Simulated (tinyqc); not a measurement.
Dopant mobility from one pulse.

Inverse problem. With linear drift and no window, R = Ron x + Roff (1 - x), dx/dt = k i, k = mv Ron/D^2, and so R^2 = R0^2 - 2 k (Roff - Ron) phi after the flux phi. Find x0, k, mv and the charge passed.

Parameters, values chosen for the exercise:

| symbol | value | unit | meaning |
|---|---|---|---|
| Ron | 200 | ohm | resistance of the fully doped film |
| Roff | 16000 | ohm | resistance of the undoped film |
| D | 10 | nm | film thickness |

R before and after a pulse of flux 0.19 V s (ohm): [12682.000, 7897.3112]

Solution. R^2 is linear in the flux and R is linear in the charge.

x0 = 0.210
k = 1.64e4 1/C
mv = 8.20e-15 m^2/(V s)
charge = 18.5 uC

Computed by the program tinyqc: `OMP_NUM_THREADS=1 python tinyqc.py 2880022 2880023 out.jsonl`, one thread of a shared Intel Xeon 2.30GHz, about 0.1 s for the whole run.
